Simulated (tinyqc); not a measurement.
Hubbard chain of 2 sites, step by step. One step of it, computed by the program tinyqc.

Question. Mean-field iteration 1. H(up) = T + U n(down), H(down) = T + U n(up); fill the lowest levels; n(new) = n + mixing (n(out) - n); E = tr T (rho up + rho down) + U sum n_up n_down of the output.

one-body matrix (hopping and site energies) (eV), order 1, 2:
$$\begin{pmatrix}
0.000000 & -0.520000 \\
-0.520000 & 0.000000
\end{pmatrix}$$

U = 4.600000 eV

electrons, up and down: [1, 1]

mixing = 0.200000

n(up) at the start (a guess, not normalised): 1 0.550000, 2 0.450000

n(down) at the start (a guess): 1 0.450000, 2 0.550000

Give: levels, up; levels, down; energy; n(up) after iteration 1; n(down) after iteration 1.

Answer.

levels, up (eV): [1.7314, 2.8686]

levels, down (eV): [1.7314, 2.8686]

energy = 0.9725 eV

n(up) after iteration 1: 1 0.5805, 2 0.4195

n(down) after iteration 1: 1 0.4195, 2 0.5805
